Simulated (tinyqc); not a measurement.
Course in time: spin coating of a resist or spin-on film: centrifugal thinning, evaporation and the final thickness (Emslie and Meyerhofer models). Computed by tinyqc, a small Python program. Command: `OMP_NUM_THREADS=1 python tinyqc.py 3113417 3113418 out.jsonl spincoat walk`. One thread of a shared host (Intel(R) Xeon(R) Processor @ 2.30GHz), about 0.09 s of CPU time with the checks.

A Newtonian film stays uniform over the wafer; solvent and solids have the same density and the concentration is uniform through the thickness.

Inputs (values chosen for the exercise, of the order of those of a polymer resist in an ester solvent):
```
quantity                                 value          unit
solids volume fraction c0                 0.35             -
kinematic viscosity of the solvent nu_s    1.5        mm^2/s
viscosity constant k                      1000        mm^2/s
viscosity exponent gamma                   3.2             -
spin speed f                              2500           rpm
evaporation rate at 1000 rpm e0          0.056  micrometre/s
starting thickness h0                      600    micrometre
wafer radius R                              50            mm
shrinkage in the bake                       14             %
```

Method:
- omega = 2 pi f/60; nu(c) = nu_s + k c^gamma; evaporation rate e = e0 sqrt(f/1000 rpm).
- Flow constant K = 2 omega^2/(3 nu(c0)); Reynolds number of the air omega R^2/nu_air with nu_air = 15 mm^2/s.
- Meyerhofer estimate: flow rules until (1 - c0) K h^3 = e, then evaporation alone: h_w = (e/((1 - c0) K))^(1/3), dry film c0 h_w.
- Full model for solids s and liquid l per area, h = s + l, c = s/h: ds/dt = -c Q, dl/dt = -(1 - c) Q - e, Q = 2 omega^2 h^3/(3 nu(c)); integrated adaptively (relative tolerance 1e-9) until l = 0.
- Dry film = s at l = 0, before the bake; film after the bake = s x (1 - shrinkage).
- Times are fractions of the time to dry.

omega = 261.799 1/s

evaporation rate e = 0.0885438 micrometre/s

dry film = 1831.77 nm

dry film, estimate = 1667.21 nm

History:
```
fraction   t (s)  h (micrometre)        c  nu (mm^2/s)         Q/e  s (nm)
0.003      0.135          54.025  0.35005        36.27  2.2435e+03   18912
0.010      0.449          29.676  0.35031        36.35  3.7096e+02   10396
0.030      1.348          17.148  0.35163        36.78  7.0755e+01    6030
0.100      4.494           9.394  0.36003        39.54  1.0818e+01    3382
0.200      8.988           6.627  0.37912        46.38  3.2380e+00    2512
0.350     15.729           4.939  0.42148        64.49  9.6429e-01    2082
0.500     22.470           3.989  0.48247        98.57  3.3231e-01    1925
0.700     31.459           3.055  0.60625       203.10  7.2437e-02    1852
0.900     40.447           2.232  0.82161       534.75  1.0734e-02    1834
```

Q/e drops below 1 between t = 9.0 and 16 s, when c has risen from 0.35 to about 0.421; after that row the solids fall by a further 12 %. The full model gives 1.10 times the two-stage estimate.
